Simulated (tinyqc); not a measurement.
Quantum point contact as a saddle point with Zeeman splitting: two steps of the calculation.

Potential V0 - m wx^2 x^2/2 + m wy^2 y^2/2; energies are counted from V0. Mode n = 0, 1, ... transmits T_n(E) = 1/(1 + exp(-2 pi (E - E_n)/wx)), E_n = wy (n + 1/2) +/- Ez/2 for the two spins, Ez = gs muB B, muB = q hbar/(2 m0); each spin carries q^2/h.

Values chosen for this exercise: temperature T = 0.5 K; transverse quantum hbar wy wy = 5.8 meV; curvature of the barrier hbar wx wx = 2.7 meV; Fermi level above the saddle point mu = 5.47 meV; size of the g factor gs = 5; in-plane magnetic field B = 8 T; points of the energy grid nE = 11; half-range of the grid in kB T xm = 6.

Constants: q = 1.602176634e-19 C, kB = 1.380649e-23 J/K, hbar = 1.054571817e-34 J s, h = 6.62607015e-34 J s, m0 = 9.1093837015e-31 kg, Vt = kB T/q. Results are converted to the units shown.

Problem 1. Transmissions at the Fermi level. At zero temperature g = G/(2 q^2/h) = (1/2) sum T_n(mu); Fano factor sum T_n (1 - T_n)/sum T_n. Modes beyond those listed are in the sums but add less than 1e-4 to g.

Give: E_n; T_n; g; G; Fano factor.

Solution 1.

| mode | E_n (meV) | T_n |
|---|---|---|
| 0- | 1.742 | 0.99983 |
| 1- | 7.542 | 0.00798 |
| 2- | 13.342 | 0.00000 |
| 0+ | 4.058 | 0.96397 |
| 1+ | 9.858 | 0.00004 |
| 2+ | 15.658 | 0.00000 |

g = 0.98591
G = 76.389 uS
Fano factor = 0.02174

Problem 2. Thermal average on a coarse grid. g(T) = int g(E) (-df/dE) dE = int g(mu + x kB T) dx/(4 cosh^2(x/2)), g(E) the zero-temperature value at E, g = G/(2 q^2/h). Simpson's rule on nE equally spaced x from -xm to xm.

Find: x; E; g(E); weight; integral of the weight; g(T); g(T) divided by the integral of the weight.

Solution 2.

| point | x | E (meV) | g(E) | weight |
|---|---|---|---|---|
| 0 | -6.0000 | 5.2115 | 0.97012 | 0.00247 |
| 1 | -4.8000 | 5.2632 | 0.97383 | 0.00810 |
| 2 | -3.6000 | 5.3149 | 0.97723 | 0.02589 |
| 3 | -2.4000 | 5.3666 | 0.98035 | 0.07625 |
| 4 | -1.2000 | 5.4183 | 0.98324 | 0.17789 |
| 5 | 0.0000 | 5.4700 | 0.98591 | 0.25000 |
| 6 | 1.2000 | 5.5217 | 0.98840 | 0.17789 |
| 7 | 2.4000 | 5.5734 | 0.99075 | 0.07625 |
| 8 | 3.6000 | 5.6251 | 0.99298 | 0.02589 |
| 9 | 4.8000 | 5.6768 | 0.99511 | 0.00810 |
| 10 | 6.0000 | 5.7285 | 0.99719 | 0.00247 |

integral of the weight = 0.99795
g(T) = 0.98370
g(T) divided by the integral of the weight = 0.98572

Range of the model: Orbital effects of the in-plane field and interactions (such as the 0.7 feature) are left out.

tinyqc, about 0.03 s, one thread, Intel Xeon 2.30GHz (shared host): `OMP_NUM_THREADS=1 python tinyqc.py 2740018 2740019 out.jsonl`
